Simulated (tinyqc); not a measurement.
Conductivity against temperature: Debye-Callaway model of lattice thermal conductivity. Computed by tinyqc, a small Python program. Command: `OMP_NUM_THREADS=1 python tinyqc.py 3015477 3015478 out.jsonl callaway walk`. One thread of a shared host (Intel(R) Xeon(R) Processor @ 2.30GHz), about 0.01 s of CPU time with the checks.

Three acoustic branches with one velocity v, cut at omega_D = k_B Theta/hbar; x = hbar omega/(k_B T). v and Theta are separate inputs: Theta cuts off the heat-carrying modes, so C need not reach 3 k_B/V. gamma is an effective value that sets the umklapp rate.

Inputs (values chosen for the exercise, modelled on silicon):
```
quantity,value,unit
sound velocity v,6590,m/s
Debye temperature Theta,644,K
volume per atom V,20,angstrom^3
mean atomic mass M,28.09,u
effective Grueneisen parameter gamma,2.23,-
umklapp exponent divisor b,2.5,-
mass variance Gamma,0.00017,-
Casimir length L,85,micrometre
normal-process factor f_N,1.5,-
```

Sample: crystal. Point defects: isotopes. Normal processes: included.

Constants: k_B = 1.380649e-23 J/K; hbar = 1.054571817e-34 J s; u = 1.6605390666e-27 kg.

Method:
- Gamma is given directly by the isotope mixture. A = V Gamma/(4 pi v^3).
- Rates: point defects A omega^4; umklapp B omega^2 T exp(-Theta/(b T)) with B = hbar gamma^2/(M v^2 Theta); normal processes f_N B omega^2 T (T/Theta)^2. Boundaries: v/L.
- kappa_1 = c int tau_C g dx, g = x^4 e^x/(e^x - 1)^2, c = (k_B/(2 pi^2 v)) (k_B T/hbar)^3, over 0 < x < min(Theta/T, 40), by 96 Gauss-Legendre points in s with x = x_max s^2; 1/tau_C = 1/tau_R + 1/tau_N; kappa_2 = c [int (tau_C/tau_N) g dx]^2 / int (tau_C/(tau_N tau_R)) g dx; kappa = kappa_1 + kappa_2.
- The boundary limit is C v^2/(3 x boundary rate), with C = 3 c int g dx / v^2.

Rayleigh coefficient A = 9.45394e-46 s^3

Kappa (W/(m K)):
```
T (K),all processes,without point defects,boundary limit
6.4,20.734,20.919,20.919
13,158.24,175.32,175.32
23,626.89,970.50,970.90
39,1459.9,3991.8,4732.3
64,1475.0,2778.9,20376
110,647.84,827.86,76224
190,251.69,277.99,1.6371e+05
320,103.88,108.71,2.2523e+05
520,47.062,48.250,2.5362e+05
840,22.710,23.055,2.6563e+05
```

What does the comparison show, and why?

kappa peaks among these rows at 64 K (T/Theta = 0.099) with 1470 W/(m K). The exponent d ln kappa/d ln T is 2.87 at the cold end, the T^3 law of boundary scattering, and -1.52 at the hot end. The normal rate is taken to grow as T^3 at all T, which overstates it above Theta. Point defects cost most at 39 K, a factor 2.73.

Extremes, crossings and ranges named in words are read from the listed rows.
